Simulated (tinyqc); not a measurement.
# Thin-film transistor with exponential tail and deep states, accumulation layer: effect of the temperature

An undoped film in accumulation, thicker than the space-charge layer. With band bending psi the Fermi level lies E0 - psi below the band edge. Free electrons n = n0 exp(psi/Vt) carry the current; electrons in two exponential distributions of traps, a = a0 exp(psi/Va) and d = d0 exp(psi/Vp), do not. Linear regime, ohmic contacts, traps in equilibrium.

Va = kB Tt/q, Vp = kB Td/q; n0 = Nc exp(-E0/Vt), a0 = Nt th(T/Tt) exp(-E0/Va), d0 = Nd th(T/Td) exp(-E0/Vp), th(x) = pi x/sin(pi x). G(psi) = sum over the three kinds of c0 [V (exp(psi/V) - 1) - psi], field F = sqrt(2 q G/(eps0 eps_r)); Vg = psi + eps0 eps_r F/Ci at the surface. Total charge Q = Ci (Vg - psi_s); free charge Qf = q times the integral of n0 (exp(psi/Vt) - 1)/F over psi from 0 to psi_s; I = (W/L) mb Qf Vd; effective mobility mb Qf/Q. Nc, E0 and mb are held fixed.

Inputs (values chosen for the exercise); values close to those of amorphous indium gallium zinc oxide:
- eps_r = 10 (relative permittivity of the semiconductor)
- Nc = 5.8e18 cm^-3 (density of extended states)
- mb = 23 cm^2/(V s) (band mobility)
- Nt = 4.1e18 cm^-3 (total density of tail states)
- Tt = 410 K (characteristic temperature of the tail)
- Nd = 6.5e16 cm^-3 (total density of deep states)
- Td = 1990 K (characteristic temperature of the deep states)
- E0 = 0.69 eV (bulk Fermi level below the band edge)
- Ci = 17 nF/cm^2 (gate capacitance)
- WL = 5 (ratio W/L)
- Vd = 0.1 V (drain voltage)
- Vg = 9.1 V (gate voltage above flat band)

Constants: q = 1.602176634e-19 C, kB = 1.380649e-23 J/K, Vt = kB T/q, eps0 = 8.8541878128e-14 F/cm where lengths are in cm. Results are converted to the units shown.

Result of one run:
```
E0 - psi_s (eV)	Q (nC/cm^2)	free share (%)	effective mobility (cm^2/(V s))	I (nA)
0.05546	143.9	7.651	1.760	126.6
```

Which temperature T gave this result: 160, 240, 260 or 300 K?

T = 240 K.

The whole series:
```
T (K)	E0 - psi_s (eV)	Q (nC/cm^2)	free share (%)	effective mobility (cm^2/(V s))	I (nA)
160	0.04021	143.7	3.634	0.8359	60.04
180	0.04344	143.7	4.716	1.085	77.94
200	0.04704	143.8	5.777	1.329	95.51
220	0.05103	143.8	6.770	1.557	112.0
240	0.05546	143.9	7.651	1.760	126.6
260	0.06041	144.0	8.376	1.926	138.7
280	0.06598	144.1	8.896	2.046	147.4
300	0.07236	144.2	9.155	2.106	151.8
```

As T goes from 160 to 300 K, the free share rises from 3.63 to 9.16 %, the distance of the Fermi level from the edge rises from 0.0402 to 0.0724 eV and the current rises from 60.0 to 152 nA. The apparent activation energy between the first two rows is 0.0324 eV, against E0 - psi_s = 0.0402 eV there. For T = 200 to 300 K the th form, which assumes a Fermi level far below the edge, overcounts the filled tail at the surface by more than 15 %.

Program tinyqc, `OMP_NUM_THREADS=1 python tinyqc.py 2610132 2610133 out.jsonl`; Intel Xeon 2.30GHz, shared host, one thread, about 0.02 s.
